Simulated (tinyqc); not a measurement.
Worked calculation: wafer bonding and layer transfer: bond energy, gap closing, particles, bonding of dissimilar wafers and hydrogen blisters. Computed by tinyqc, a small Python program that keeps every step. Command: `OMP_NUM_THREADS=1 python tinyqc.py 3009290 3009291 out.jsonl bond walk`. One thread of a shared host (Intel(R) Xeon(R) Processor @ 2.30GHz), about 0.01 s of CPU time with the checks. Intermediate numbers are printed to about 6 digits and carried at full precision; extremes and crossings named in words are read from the listed rows.

gamma is the energy per area of each of the two surfaces; plates are isotropic.

Inputs (values chosen for the exercise, with wafer 1 close to silicon):

| quantity | value | unit |
|---|---|---|
| Young's modulus E1 | 161 | GPa |
| Young's modulus E2 | 418 | GPa |
| Poisson ratio nu | 0.19 | - |
| thickness t1 | 775 | micrometre |
| thickness t2 | 625 | micrometre |
| blade thickness t_b | 50 | micrometre |
| crack length L | 12.7 | mm |
| particle radius h | 0.25 | micrometre |
| radius of a shallow gap R | 0.0066 | mm |
| half height of the gap h_g | 0.53 | nm |
| expansion mismatch alpha_2 - alpha_1 | -2.9 | 1e-6/K |
| heating dT | 250 | K |
| implant depth d | 0.37 | micrometre |
| hydrogen dose | 9.3 | 1e16/cm^2 |
| share of the dose released as H2 | 0.38 | - |
| surface energy of the weakened plane gamma_s | 0.88 | J/m^2 |
| anneal temperature T | 700 | K |

Pair: two different wafers.

Constants: k_B = 1.380649e-23 J/K.

## Bond energy from the blade test

Two cantilevers opened by t_b: gamma = 3 t_b^2 E1 t1^3 E2 t2^3/(16 L^4 (E1 t1^3 + E2 t2^3)).

bond energy gamma = 0.778602 J/m^2

An error of 5 % in L changes gamma by about 20 %. This is the level of partly covalent bonding.

## Does a shallow gap close?

E' = E1/(1 - nu^2), equal wafers of thickness t1 assumed. A gap of radius R closes if h_g < h_c: h_c = R^2/sqrt((2/3) E' t1^3/gamma) for R > 2 t1 (plate bending), h_c = 3.6 sqrt(R gamma/E') for R < 2 t1 (local deformation).

closable height h_c = 19.9680 nm

h_g/h_c = 0.0265424

The gap closes.

## Void around a particle

E' = E1/(1 - nu^2), equal wafers assumed. Void radius in the plate regime: R_v = [(2/3) E' t1^3/gamma]^(1/4) h^(1/2). Below h_crit = 5 sqrt(t1 gamma/E') the wafers deform locally and R_v is of the order of h (taken as h).

critical particle radius = 0.300526 micrometre

void radius = 0.25 micrometre

The particle is small enough to be embedded.

## Heating a pair with different expansion

M = E/(1 - nu), misfit e = (alpha_2 - alpha_1) dT. Curvature k = 6 M1 M2 t1 t2 (t1 + t2) e/[M1^2 t1^4 + M2^2 t2^4 + 2 M1 M2 t1 t2 (2 t1^2 + 3 t1 t2 + 2 t2^2)]; force per width F = k (M1 t1^3 + M2 t2^3)/(6 (t1 + t2)); at the interface s1 = F/t1 + M1 k t1/2, s2 = -F/t2 - M2 k t2/2; stored biaxial energy U = F^2 [1/(M1 t1) + 1/(M2 t2)] + k^2 (M1 t1^3 + M2 t2^3)/12; the pair can part when U > 2 gamma.

curvature = -0.763541 1/m

force per width = -19.8622 kN/m

stress in wafer 1 at the interface = -84.4378 MPa

stress in wafer 2 at the interface = 154.912 MPa

stored energy U = 14.4001 J/m^2

largest dT for this gamma = 82.2112 K

U exceeds 2 gamma: the pair can debond; the bond strengthens on heating, so slow ramps or thinning one wafer first help. Caution: on a wafer of 100 mm the sag k R^2/2 would exceed half the thickness of the pair, beyond the small-deflection theory: the plate stiffens.

## Blistering after hydrogen implantation

A flat crack of radius r under a layer of thickness d, as a clamped plate: centre height w = 3 p r^4/(16 E' d^3), volume pi r^2 w/3, energy release G = 3 p^2 r^4/(32 E' d^3), E' = E1/(1 - nu^2). It grows when G = 2 gamma_s. The gas comes from the area pi r^2: p V = (dose x share/2) pi r^2 k_B T, and G = p w/2 = (3/2) N k_B T with N the H2 molecules per area. Share needed: G = 2 gamma_s. The pressure and height at growth are given for r = 10 d.

energy release G = 2.56159 J/m^2

share of the dose needed = 0.261088

pressure at growth = 29.1116 MPa

height at growth = 120.914 nm

The released gas suffices: cracks grow, as blisters under a free surface or as a split under a bonded stiffener. In this plate limit G depends on neither r nor d.

## Closable height against the size of the gap

The formulas are those given above.

Gap closing:

| R (mm) | regime | h_c (nm) | slope h_c/R |
|---|---|---|---|
| 1.00e-04 | local | 2.45790e+00 | 0.0245790 |
| 1.00e-03 | local | 7.77255e+00 | 0.0077725 |
| 1.00e-02 | local | 2.45790e+01 | 0.0024579 |
| 1.00e-01 | local | 7.77255e+01 | 0.0007773 |
| 5.00e-01 | local | 1.73799e+02 | 0.0003476 |
| 2.00e+00 | plate | 4.90246e+02 | 0.0002451 |
| 5.00e+00 | plate | 3.06404e+03 | 0.0006128 |
| 2.00e+01 | plate | 4.90246e+04 | 0.0024512 |
| 5.00e+01 | plate | 3.06404e+05 | 0.0061281 |

Roughness of 100 nm scale may be 2.5 nm in half height, waviness of radius 5 cm as much as 310 micrometre: h_c goes as R^(1/2) when the wafer deforms locally and as R^2 when it bends. The allowed slope is least near R = 2 t1, so defects about 4 t1 wide are the hardest to close; bow matters little.

Checks made by the program: gamma against the derivative of the beam energy (relative difference below 1e-10).
